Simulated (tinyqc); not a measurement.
Cabrera-Mott growth of a thin oxide under its own electric field: one step, computed by the program tinyqc.

Electrons cross the film freely and set a fixed potential V across it; the field V/x lowers the barrier for ions entering the oxide.

Task: Limiting thickness. Growth counts as stopped when u exp(X1/x) falls to 1e-5 angstrom/s: x_L = X1/ln(1e-5/u), defined while u is below that rate; the critical temperature is T_c = W/(k_B ln(u0/1e-5)).

Inputs (values chosen for the exercise, for a model metal): barrier W = 1.8 eV; prefactor u0 = N Omega nu = 9.8e+12 angstrom/s; temperature T = 450 K.

Backward hops: ignored.

u = 6.793809e-08 angstrom/s

X1 = 30.17175 angstrom

Constants: k_B = 8.617333262e-05 eV/K.

Give: limiting thickness x_L; critical temperature T_c.

Result:

limiting thickness x_L = 6.0443 angstrom

critical temperature T_c = 504.22 K
